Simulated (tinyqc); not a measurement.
Worked calculation: CIS on RHF in the 6-311g basis, for H2, spin multiplicity 1. Computed by tinyqc, a small Python program that keeps every step (integrals from PySCF). Settings: charge = 0, multiplicity = 1, basis = 6-311g, method = RHF, energy threshold = 1e-10, iteration cap = 71, orthogonalisation = canonical, start = Wolfsberg-Helmholz matrix, DIIS depth = 6. Command: `OMP_NUM_THREADS=1 python tinyqc.py 24125 24126 out.jsonl` (the two numbers bound the seeds that draw the settings). One thread of a shared host (Intel(R) Xeon(R) Processor @ 2.60GHz), about 0.06 s of CPU time with the checks. The early iterations of the SCF are left out here.

## One-electron integrals

Geometry (angstrom):
```
atom         x         y         z
H     0.000000  0.000000  0.000000
H     0.000000  0.000000  0.820000
```

Basis 6-311g: exponents (1/bohr^2) and contraction coefficients of normalised primitives:
```
element  l (shell)   exponent  coefficient
H            s (1)  33.865000     0.025494
H            s (1)   5.094790     0.190373
H            s (1)   1.158790     0.852161
H            s (2)   0.325840     1.000000
H            s (3)   0.102741     1.000000
```

Overlap, kinetic and nuclear-attraction integrals over the contracted functions; the nuclear repulsion is the sum of Za Zb / Rab.

nuclear repulsion = 0.64533806 hartree

overlap S, order 1H 1s, 1H 2s, 1H 3s, 2H 1s, 2H 2s, 2H 3s:
```
[[1.000000, 0.706377, 0.373664, 0.204395, 0.379397, 0.297546],
 [0.706377, 1.000000, 0.788963, 0.379397, 0.676244, 0.654034],
 [0.373664, 0.788963, 1.000000, 0.297546, 0.654034, 0.883954],
 [0.204395, 0.379397, 0.297546, 1.000000, 0.706377, 0.373664],
 [0.379397, 0.676244, 0.654034, 0.706377, 1.000000, 0.788963],
 [0.297546, 0.654034, 0.883954, 0.373664, 0.788963, 1.000000]]
```

kinetic energy T (hartree), order 1H 1s, 1H 2s, 1H 3s, 2H 1s, 2H 2s, 2H 3s:
```
[[2.304348, 0.549119, 0.106346, -0.014157, 0.172115, 0.071814],
 [0.549119, 0.488760, 0.184881, 0.172115, 0.244321, 0.134099],
 [0.106346, 0.184881, 0.154112, 0.071814, 0.134099, 0.125025],
 [-0.014157, 0.172115, 0.071814, 2.304348, 0.549119, 0.106346],
 [0.172115, 0.244321, 0.134099, 0.549119, 0.488760, 0.184881],
 [0.071814, 0.134099, 0.125025, 0.106346, 0.184881, 0.154112]]
```

nuclear attraction V (hartree), order 1H 1s, 1H 2s, 1H 3s, 2H 1s, 2H 2s, 2H 3s:
```
[[-2.756036, -1.513438, -0.753054, -0.500201, -0.835647, -0.610642],
 [-1.513438, -1.506626, -1.014881, -0.835647, -1.088558, -0.876052],
 [-0.753054, -1.014881, -0.949986, -0.610642, -0.876052, -0.868433],
 [-0.500201, -0.835647, -0.610642, -2.756036, -1.513438, -0.753054],
 [-0.835647, -1.088558, -0.876052, -1.513438, -1.506626, -1.014881],
 [-0.610642, -0.876052, -0.868433, -0.753054, -1.014881, -0.949986]]
```

core Hamiltonian H = T + V (hartree), order 1H 1s, 1H 2s, 1H 3s, 2H 1s, 2H 2s, 2H 3s:
```
[[-0.451688, -0.964319, -0.646708, -0.514358, -0.663532, -0.538828],
 [-0.964319, -1.017866, -0.829999, -0.663532, -0.844237, -0.741953],
 [-0.646708, -0.829999, -0.795875, -0.538828, -0.741953, -0.743408],
 [-0.514358, -0.663532, -0.538828, -0.451688, -0.964319, -0.646708],
 [-0.663532, -0.844237, -0.741953, -0.964319, -1.017866, -0.829999],
 [-0.538828, -0.741953, -0.743408, -0.646708, -0.829999, -0.795875]]
```

## Two-electron integrals

Functions are numbered as in S; the eight-fold symmetry (ij|kl) = (ji|kl) = (kl|ij) leaves the list below.

Two-electron integrals (ij|kl) in chemists' order, unique and non-zero (hartree):
```
(11|11) 1.393035   (21|11) 0.822971   (21|21) 0.509703   (22|11) 0.822904
(22|21) 0.543028   (22|22) 0.644106   (31|11) 0.411256   (31|21) 0.257757
(31|22) 0.279868   (31|31) 0.130794   (32|11) 0.543681   (32|21) 0.365771
(32|22) 0.452669   (32|31) 0.189803   (32|32) 0.325140   (33|11) 0.494021
(33|21) 0.340115   (33|22) 0.445993   (33|31) 0.178035   (33|32) 0.331779
(33|33) 0.361682   (41|11) 0.210916   (41|21) 0.134652   (41|22) 0.149778
(41|31) 0.068651   (41|32) 0.102279   (41|33) 0.096667   (41|41) 0.051564
(42|11) 0.282860   (42|21) 0.190960   (42|22) 0.234932   (42|31) 0.099096
(42|32) 0.167174   (42|33) 0.167048   (42|41) 0.080221   (42|42) 0.145576
(43|11) 0.196317   (43|21) 0.134286   (43|22) 0.170409   (43|31) 0.070029
(43|32) 0.123224   (43|33) 0.126219   (43|41) 0.056933   (43|42) 0.108643
(43|43) 0.082835   (44|11) 0.638081   (44|21) 0.442785   (44|22) 0.573967
(44|31) 0.231930   (44|32) 0.416974   (44|33) 0.427618   (44|41) 0.210916
(44|42) 0.425322   (44|43) 0.325911   (44|44) 1.393035   (51|11) 0.425322
(51|21) 0.265617   (51|22) 0.286681   (51|31) 0.134639   (51|32) 0.193987
(51|33) 0.181426   (51|41) 0.080221   (51|42) 0.117534   (51|43) 0.082949
(51|44) 0.282860   (51|51) 0.145576   (52|11) 0.502357   (52|21) 0.335668
(52|22) 0.408765   (52|31) 0.173746   (52|32) 0.290989   (52|33) 0.292431
(52|41) 0.111603   (52|42) 0.190478   (52|43) 0.141534   (52|44) 0.502357
(52|51) 0.190478   (52|52) 0.294554   (53|11) 0.383572   (53|21) 0.261694
(53|22) 0.334814   (53|31) 0.136498   (53|32) 0.245037   (53|33) 0.258342
(53|41) 0.089189   (53|42) 0.162541   (53|43) 0.124383   (53|44) 0.443073
(53|51) 0.149953   (53|52) 0.250250   (53|53) 0.223438   (54|11) 0.442785
(54|21) 0.305370   (54|22) 0.393830   (54|31) 0.159697   (54|32) 0.286751
(54|33) 0.296408   (54|41) 0.134652   (54|42) 0.265617   (54|43) 0.204463
(54|44) 0.822971   (54|51) 0.190960   (54|52) 0.335668   (54|53) 0.298554
(54|54) 0.509703   (55|11) 0.573967   (55|21) 0.393830   (55|22) 0.509195
(55|31) 0.205806   (55|32) 0.374144   (55|33) 0.395979   (55|41) 0.149778
(55|42) 0.286681   (55|43) 0.222351   (55|44) 0.822904   (55|51) 0.234932
(55|52) 0.408765   (55|53) 0.370838   (55|54) 0.543028   (55|55) 0.644106
(61|11) 0.325911   (61|21) 0.204463   (61|22) 0.222351   (61|31) 0.103781
(61|32) 0.150884   (61|33) 0.141637   (61|41) 0.056933   (61|42) 0.082949
(61|43) 0.058666   (61|44) 0.196317   (61|51) 0.108643   (61|52) 0.141534
(61|53) 0.111479   (61|54) 0.134286   (61|55) 0.170409   (61|61) 0.082835
(62|11) 0.443073   (62|21) 0.298554   (62|22) 0.370838   (62|31) 0.155012
(62|32) 0.266901   (62|33) 0.273291   (62|41) 0.089189   (62|42) 0.149953
(62|43) 0.111479   (62|44) 0.383572   (62|51) 0.162541   (62|52) 0.250250
(62|53) 0.213474   (62|54) 0.261694   (62|55) 0.334814   (62|61) 0.124383
(62|62) 0.223438   (63|11) 0.420498   (63|21) 0.290037   (63|22) 0.382252
(63|31) 0.151933   (63|32) 0.285327   (63|33) 0.313258   (63|41) 0.088681
(63|42) 0.159326   (63|43) 0.122159   (63|44) 0.420498   (63|51) 0.159326
(63|52) 0.266601   (63|53) 0.241302   (63|54) 0.290037   (63|55) 0.382252
(63|61) 0.122159   (63|62) 0.241302   (63|63) 0.282609   (64|11) 0.231930
(64|21) 0.159697   (64|22) 0.205806   (64|31) 0.083486   (64|32) 0.150015
(64|33) 0.155573   (64|41) 0.068651   (64|42) 0.134639   (64|43) 0.103781
(64|44) 0.411256   (64|51) 0.099096   (64|52) 0.173746   (64|53) 0.155012
(64|54) 0.257757   (64|55) 0.279868   (64|61) 0.070029   (64|62) 0.136498
(64|63) 0.151933   (64|64) 0.130794   (65|11) 0.416974   (65|21) 0.286751
(65|22) 0.374144   (65|31) 0.150015   (65|32) 0.277024   (65|33) 0.298311
(65|41) 0.102279   (65|42) 0.193987   (65|43) 0.150884   (65|44) 0.543681
(65|51) 0.167174   (65|52) 0.290989   (65|53) 0.266901   (65|54) 0.365771
(65|55) 0.452669   (65|61) 0.123224   (65|62) 0.245037   (65|63) 0.285327
(65|64) 0.189803   (65|65) 0.325140   (66|11) 0.427618   (66|21) 0.296408
(66|22) 0.395979   (66|31) 0.155573   (66|32) 0.298311   (66|33) 0.334018
(66|41) 0.096667   (66|42) 0.181426   (66|43) 0.141637   (66|44) 0.494021
(66|51) 0.167048   (66|52) 0.292431   (66|53) 0.273291   (66|54) 0.340115
(66|55) 0.445993   (66|61) 0.126219   (66|62) 0.258342   (66|63) 0.313258
(66|64) 0.178035   (66|65) 0.331779   (66|66) 0.361682
```

## Orthogonalisation

S = U s U^T; canonical form X = U s^(-1/2), so that X^T S X = 1. Each column of U has its largest component positive (the first on a tie).

eigenvalues of S: [0.036929, 0.136174, 0.216117, 0.813659, 0.982361, 3.814761]

X, order 1H 1s, 1H 2s, 1H 3s, 2H 1s, 2H 2s, 2H 3s:
```
[[0.598848, -0.947594, -0.698766, 0.591860, 0.622959, 0.155887],
 [-2.081879, 1.444625, 1.036711, 0.098835, 0.331060, 0.233430],
 [2.974361, -0.828797, 0.866325, -0.504422, 0.106298, 0.228647],
 [-0.598848, -0.947594, 0.698766, 0.591860, -0.622959, 0.155887],
 [2.081879, 1.444625, -1.036711, 0.098835, -0.331060, 0.233430],
 [-2.974361, -0.828797, -0.866325, -0.504422, -0.106298, 0.228647]]
```

## Iteration 6 (converged): orbitals

converged F (hartree), order 1H 1s, 1H 2s, 1H 3s, 2H 1s, 2H 2s, 2H 3s:
```
[[0.619177, -0.416029, -0.453225, -0.472923, -0.481239, -0.422677],
 [-0.416029, -0.345182, -0.379632, -0.481239, -0.470866, -0.400004],
 [-0.453225, -0.379632, -0.259353, -0.422677, -0.400004, -0.279318],
 [-0.472923, -0.481239, -0.422677, 0.619177, -0.416029, -0.453225],
 [-0.481239, -0.470866, -0.400004, -0.416029, -0.345182, -0.379632],
 [-0.422677, -0.400004, -0.279318, -0.453225, -0.379632, -0.259353]]
```

Diagonalise F' = X^T F X, C = X C', fill 1 alpha and 1 beta electrons from the bottom; D = 2 C_occ C_occ^T. Each column has its largest component positive (the first on a tie).

F' = X^T F X (hartree):
```
[[1.178598, 0.000000, -0.935494, 0.000000, 0.424931, 0.000000],
 [0.000000, 2.011910, 0.000000, -0.927821, 0.000000, -0.004096],
 [-0.935494, 0.000000, 1.324819, 0.000000, -0.819038, 0.000000],
 [0.000000, -0.927821, 0.000000, 0.803920, 0.000000, -0.112943],
 [0.424931, 0.000000, -0.819038, 0.000000, 0.924211, 0.000000],
 [0.000000, -0.004096, 0.000000, -0.112943, 0.000000, -0.560075]]
```

orbital energies (hartree): [-0.572626, 0.156025, 0.312549, 0.617115, 2.515832, 2.654488]

coefficients C, order 1H 1s, 1H 2s, 1H 3s, 2H 1s, 2H 2s, 2H 3s:
```
[[0.180748, 0.087818, -0.047276, -0.093231, -1.112487, -1.103887],
 [0.301363, 0.001550, -0.746685, -1.586085, 1.225905, 1.732895],
 [0.138457, 2.004215, 0.860515, 2.071387, -0.483704, -1.140664],
 [0.180748, -0.087818, -0.047276, 0.093231, -1.112487, 1.103887],
 [0.301363, -0.001550, -0.746685, 1.586085, 1.225905, -1.732895],
 [0.138457, -2.004215, 0.860515, -2.071387, -0.483704, 1.140664]]
```

D after iteration 6, order 1H 1s, 1H 2s, 1H 3s, 2H 1s, 2H 2s, 2H 3s:
```
[[0.065340, 0.108941, 0.050052, 0.065340, 0.108941, 0.050052],
 [0.108941, 0.181639, 0.083451, 0.108941, 0.181639, 0.083451],
 [0.050052, 0.083451, 0.038341, 0.050052, 0.083451, 0.038341],
 [0.065340, 0.108941, 0.050052, 0.065340, 0.108941, 0.050052],
 [0.108941, 0.181639, 0.083451, 0.108941, 0.181639, 0.083451],
 [0.050052, 0.083451, 0.038341, 0.050052, 0.083451, 0.038341]]
```

## Convergence

Stop when the energy changes by less than 1e-10 hartree and every element of the error matrix X^T (F D S - S D F) X is below 3e-06.

Course of the cycle:
```
iteration  E (hartree)     change  largest element of the error matrix
1          -0.78350948          -                             8.92e-01
2          -1.11755049  -3.34e-01                             1.17e-01
3          -1.12335969  -5.81e-03                             3.99e-03
4          -1.12337616  -1.65e-05                             5.36e-04
5          -1.12337651  -3.49e-07                             9.65e-07
6          -1.12337651  -4.88e-13                             4.10e-07
```

PySCF RHF in the same basis = -1.12337651 hartree

Converged in 6 iterations.

## Integrals over molecular orbitals

(pq|rs) = sum C_ip C_jq C_kr C_ls (ij|kl), one index at a time.

one-electron integrals over orbitals h = C^T H C (hartree):
```
[[-1.196089, 0.000000, 0.129989, 0.000000, 0.086097, 0.000000],
 [0.000000, -0.497748, 0.000000, 0.208347, 0.000000, 0.023985],
 [0.129989, 0.000000, -0.357149, 0.000000, -0.163350, 0.000000],
 [0.000000, 0.208347, 0.000000, -0.260242, 0.000000, -0.221061],
 [0.086097, 0.000000, -0.163350, 0.000000, 1.348570, 0.000000],
 [0.000000, 0.023985, 0.000000, -0.221061, 0.000000, 1.427729]]
```

Two-electron integrals over orbitals (pq|rs), unique and non-zero (hartree):
```
(11|11) 0.623462    (21|21) 0.052923    (22|11) 0.353348    (22|22) 0.302196
(31|11) -0.129989   (31|22) -0.028358   (31|31) 0.054695    (32|21) 0.021287
(32|32) 0.036835    (33|11) 0.362197    (33|22) 0.275418    (33|31) -0.036821
(33|33) 0.281824    (41|21) -0.066824   (41|32) -0.004105   (41|41) 0.104011
(42|11) -0.137586   (42|22) -0.048362   (42|31) 0.041641    (42|33) -0.047305
(42|42) 0.056824    (43|21) 0.035124    (43|32) 0.017504    (43|41) -0.044192
(43|43) 0.030043    (44|11) 0.490684    (44|22) 0.329168    (44|31) -0.082226
(44|33) 0.312638    (44|42) -0.103388   (44|44) 0.426955    (51|11) -0.086097
(51|22) -0.012072   (51|31) 0.047868    (51|33) -0.022522   (51|42) 0.027052
(51|44) -0.057049   (51|51) 0.083195    (52|21) -0.002230   (52|32) 0.003433
(52|41) 0.009095    (52|43) -0.008584   (52|52) 0.012311    (53|11) 0.105609
(53|22) 0.032643    (53|31) -0.038888   (53|33) 0.035178    (53|42) -0.035204
(53|44) 0.072116    (53|51) -0.043465   (53|53) 0.035851    (54|21) 0.009751
(54|32) -0.018856   (54|41) -0.033132   (54|43) 0.012025    (54|52) -0.019389
(54|54) 0.044693    (55|11) 0.625228    (55|22) 0.347163    (55|31) -0.136025
(55|33) 0.360438    (55|42) -0.138525   (55|44) 0.492244    (55|51) -0.124596
(55|53) 0.122385    (55|55) 0.676843    (61|21) -0.028888   (61|32) 0.015680
(61|41) 0.063565    (61|43) -0.030103   (61|52) 0.027604    (61|54) -0.059176
(61|61) 0.090132    (62|11) -0.026437   (62|22) 0.010224    (62|31) 0.021761
(62|33) -0.001828   (62|42) 0.005148    (62|44) -0.011818   (62|51) 0.035538
(62|53) -0.015559   (62|55) -0.044552   (62|62) 0.022549    (63|21) 0.030510
(63|32) -0.002004   (63|41) -0.050974   (63|43) 0.021560    (63|52) -0.009970
(63|54) 0.028752    (63|61) -0.047229   (63|63) 0.032652    (64|11) 0.142313
(64|22) 0.028014    (64|31) -0.060900   (64|33) 0.044117    (64|42) -0.045974
(64|44) 0.092441    (64|51) -0.076074   (64|53) 0.050975    (64|55) 0.174728
(64|62) -0.036117   (64|64) 0.089159    (65|21) 0.089076    (65|32) 0.005813
(65|41) -0.140672   (65|43) 0.068015    (65|52) -0.032866   (65|54) 0.079390
(65|61) -0.132764   (65|63) 0.088528    (65|65) 0.260824    (66|11) 0.658446
(66|22) 0.364076    (66|31) -0.152812   (66|33) 0.368796    (66|42) -0.153121
(66|44) 0.525431    (66|51) -0.159809   (66|53) 0.140905    (66|55) 0.724943
(66|62) -0.054448   (66|64) 0.202768    (66|66) 0.797428
```

## CIS matrix, singlets

A(ia,jb) = (e_a - e_i) d_ij d_ab + 2 (ia|jb) - (ij|ab).

CIS matrix A, singlet (hartree), order 1>2, 1>3, 1>4, 1>5, 1>6:
```
[[0.481149, 0.000000, 0.003937, 0.000000, -0.031339],
 [0.000000, 0.632369, 0.000000, -0.009873, 0.000000],
 [0.003937, 0.000000, 0.907080, 0.000000, -0.015183],
 [0.000000, -0.009873, 0.000000, 2.629619, 0.000000],
 [-0.031339, 0.000000, -0.015183, 0.000000, 2.748933]]
```

## CIS singlet states

dipole integrals <i|r|a> (bohr), order 1>2, 1>3, 1>4, 1>5, 1>6:
```
[[0.000000, 0.000000, -0.993922],
 [0.000000, 0.000000, 0.000000],
 [0.000000, 0.000000, 0.470011],
 [0.000000, 0.000000, 0.000000],
 [0.000000, 0.000000, -0.004973]]
```

Diagonalise A (1 hartree = 27.211386 eV); each vector has its largest component positive (the first on a tie). The transition dipole is mu = sqrt2 sum c_ia <i|r|a>.

singlet excitation energies (eV): [13.080070, 17.206305, 24.680351, 71.556912, 74.817477]

lowest vectors, order 1>2, 1>3, 1>4, 1>5, 1>6:
```
[[0.999867, 0.000000, 0.008628, 0.000000, -0.013829],
 [0.000000, 0.999988, 0.000000, -0.004943, 0.000000],
 [-0.008743, 0.000000, 0.999928, 0.000000, -0.008269],
 [0.000000, 0.004943, 0.000000, 0.999988, 0.000000],
 [0.013756, 0.000000, 0.008389, 0.000000, 0.999870]]
```

oscillator strengths 2/3 w |mu|^2: [0.638309, 0.000000, 0.257406, 0.000000, 0.000087]

## CIS matrix, triplets

A(ia,jb) = (e_a - e_i) d_ij d_ab - (ij|ab).

CIS matrix A, triplet (hartree), order 1>2, 1>3, 1>4, 1>5, 1>6:
```
[[0.375303, 0.000000, 0.137586, 0.000000, 0.026437],
 [0.000000, 0.522979, 0.000000, -0.105609, 0.000000],
 [0.137586, 0.000000, 0.699057, 0.000000, -0.142313],
 [0.000000, -0.105609, 0.000000, 2.463230, 0.000000],
 [0.026437, 0.000000, -0.142313, 0.000000, 2.568669]]
```

## CIS triplet states

Diagonalise A (1 hartree = 27.211386 eV); each vector has its largest component positive (the first on a tie).

triplet excitation energies (eV): [8.769157, 14.075015, 20.169413, 67.183866, 70.193296]

lowest vectors, order 1>2, 1>3, 1>4, 1>5, 1>6:
```
[[0.934680, 0.000000, 0.355417, 0.000000, 0.007282],
 [0.000000, 0.998531, 0.000000, -0.054191, 0.000000],
 [-0.353917, 0.000000, 0.932271, 0.000000, -0.074931],
 [0.000000, 0.054191, 0.000000, 0.998531, 0.000000],
 [-0.033421, 0.000000, 0.067459, 0.000000, 0.997162]]
```
